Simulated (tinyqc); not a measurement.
Microkinetic model of low-temperature epitaxy from hydride gases: adsorption, hydrogen desorption and rate control. Inputs raised by 2 %, one at a time. Computed by tinyqc, a small Python program. Command: `OMP_NUM_THREADS=1 python tinyqc.py 3009011 3009012 out.jsonl hepi sens`. One thread of a shared host (Intel(R) Xeon(R) Processor @ 2.30GHz), about 0.02 s of CPU time with the checks.

Each hydride molecule needs two free sites and leaves four hydrogen atoms, of which two leave at once as H2; theta is the hydrogen coverage, the site density is 6.78 per nm^2 and one layer is 1.358 angstrom thick.

Inputs (values chosen for the exercise, close to those used for silane and germane on Si(001)): silane pressure p_S = 0.032 Pa; sticking prefactor of silane s0 = 0.18; adsorption barrier E_s = 0.31 eV; desorption prefactor nu_d = 1.8e+12 1/s; desorption energy on silicon E_d = 2.08 eV; hydrogen carrier pressure p_H = 350 Pa; sticking of hydrogen s_H = 2e-07; temperature T = 610 C; germane pressure p_G = 0.0014 Pa; sticking ratio of germane to silane r_G = 4.4; lowering of E_d per unit germanium fraction, dE = 0.41 eV.

Film: silicon-germanium. Order of hydrogen desorption: first.

Constants: k_B = 8.617333262e-05 eV/K; u = 1.6605390666e-27 kg; k_B = 1.380649e-23 J/K.

Method:
- Flux per site F = p/(sqrt(2 pi M k_B T) x 6.78e18 per m^2), M = 32.12 u (silane), 76.63 u (germane), 2.016 u (hydrogen); s = s0 exp(-E_s/(k_B T)); k_S = s F_S, k_G = r_G s F_G; germanium fraction x = k_G/(k_S + k_G); k = k_S + k_G; k_H = s_H F_H; k_d = nu_d exp(-(E_d - dE x)/(k_B T)).
- Temperatures in kelvin are T(C) + 273.15.
- With k the hydride and k_H the hydrogen adsorption rate on free pairs and k_d the desorption rate, steady state: 2 (k + k_H)(1 - theta)^2 = k_d theta; growth rate R = k (1 - theta)^2 layers/s; 1 layer/s = 8.148 nm/min.
- With c = 2 (k + k_H)/k_d the free share is 1 - theta = 2/(1 + sqrt(1 + 4c)).
- X_i = d ln R/d ln k_i at fixed other constants. With f = 1 - theta and a = 2/f + 1/theta: d ln f/d ln k_d = 1/(a f), so X_d = 2/(a f), X_k = 1 - X_d k/(k + k_H), X_H = -X_d k_H/(k + k_H); they sum to 1.

Runs:
```
input moved                                              from         to  growth rate G (nm/min)  hydrogen coverage theta  X_d (desorption)  germanium fraction x
base run                                                    -          -                   1.206                   0.2371            0.3833                0.1108
silane pressure p_S (Pa)                                0.032    0.03264                   1.221                   0.2394            0.3863                0.1089
sticking prefactor of silane s0                          0.18     0.1836                   1.228                   0.2379            0.3844                0.1108
desorption prefactor nu_d (1/s)                       1.8e+12  1.836e+12                   1.216                   0.2342            0.3795                0.1108
adsorption barrier E_s (eV)                              0.31     0.3162                   1.122                   0.2338            0.3790                0.1108
lowering of E_d per unit germanium fraction, dE (eV)     0.41     0.4182                   1.212                   0.2354            0.3810                0.1108
hydrogen carrier pressure p_H (Pa)                        350        357                   1.200                   0.2392            0.3860                0.1108
```

Exponents ln(y'/y) / ln(x'/x):
```
input                                            growth rate G  hydrogen coverage theta  X_d (desorption)  germanium fraction x
silane pressure p_S                                      0.590                    0.480             0.388                 -0.89
sticking prefactor of silane s0                          0.891                    0.176             0.142                  0.00
desorption prefactor nu_d                                0.381                   -0.619            -0.501                  0.00
adsorption barrier E_s                                  -3.683                   -0.700            -0.566                  0.00
lowering of E_d per unit germanium fraction, dE          0.230                   -0.373            -0.301                  0.00
hydrogen carrier pressure p_H                           -0.277                    0.442             0.357                  0.00
```

Among the inputs moved here: growth rate G answers most in size to adsorption barrier E_s (exponent -3.683), next to sticking prefactor of silane s0 (+0.891). Hydrogen coverage theta answers most in size to adsorption barrier E_s (exponent -0.700), next to desorption prefactor nu_d (-0.619). X_d (desorption) answers most in size to adsorption barrier E_s (exponent -0.566), next to desorption prefactor nu_d (-0.501). Germanium fraction x answers most in size to silane pressure p_S (exponent -0.890); its exponent is below 0.0005 for sticking prefactor of silane s0, desorption prefactor nu_d, adsorption barrier E_s, lowering of E_d per unit germanium fraction, dE, hydrogen carrier pressure p_H. Its exponent 0.000 in sticking prefactor of silane s0: both hydrides share s.
